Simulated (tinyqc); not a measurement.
Shrinking the pitch: stress in a transistor channel from embedded alloy regions, liners and fins, by half-space elasticity. Computed by tinyqc, a small Python program. Command: `OMP_NUM_THREADS=1 python tinyqc.py 3007695 3007696 out.jsonl stressor walk`. One thread of a shared host (Intel(R) Xeon(R) Processor @ 2.30GHz), about 0.01 s of CPU time with the checks.

Plane strain in an isotropic half-space, the same constants everywhere; x along the channel from its centre, y downwards from the free surface; stress is positive in tension.

Inputs (values chosen for the exercise, modelled on silicon): alloy fraction x = 0.48; lattice change per unit x, beta = 0.0423; Young's modulus E = 168 GPa; Poisson ratio nu = 0.26; channel length L = 44 nm; length of each stressor S = 190 nm; recess depth d = 15 nm; depth of the field point y = 4 nm.

Stressor: Si(1-x)Ge(x) source and drain.

Method:
- Misfit e = beta x. A fully constrained inclusion holds the stress -p with p = E e/(1 - 2 nu); a blanket film would hold -E e/(1 - nu) in the plane.
- A line element dA of misfit at (a, c) in the half-space gives, with C = E e/(2 pi (1 - nu)), X = x - a, r1^2 = X^2 + (y - c)^2, r2^2 = X^2 + Y^2, Y = y + c: s_xx = -C dA {[X^2 - (y - c)^2]/r1^4 + 3 [X^2 - Y^2]/r2^4 + 4 y Y (Y^2 - 3 X^2)/r2^6}, s_yy = C dA {[X^2 - (y - c)^2]/r1^4 - [X^2 - Y^2]/r2^4 + 4 y Y (Y^2 - 3 X^2)/r2^6}. These are integrated over two rectangles, L/2 < |a| < L/2 + S, 0 < c < d (closed form in a, 200 Gauss-Legendre points in c).
- L and S are scaled together at fixed d, then S alone, then L alone.

misfit e = 0.020304

S_xx at the centre (MPa):
```
scale  L and S scaled  S alone  L alone
0.35          -3084.7  -2103.1  -3793.4
0.50          -3240.1  -2333.9  -3622.4
0.70          -3079.9  -2513.2  -3241.7
1.00          -2663.6  -2663.6  -2663.6
1.40          -2162.6  -2772.2  -2061.3
2.00          -1640.5  -2858.5  -1472.9
3.00          -1147.2  -2928.7   -942.5
```

What does the comparison show, and why?

Halving S alone keeps 0.88 of the stress, halving L alone gives 1.36, and halving both 1.22: a shorter channel brings the walls closer, a shorter stressor brings its far wall, which pulls the other way, closer too. Neighbouring devices are left out. Caution: at such misfit the regions may relax by dislocations, and linear elasticity is rough.
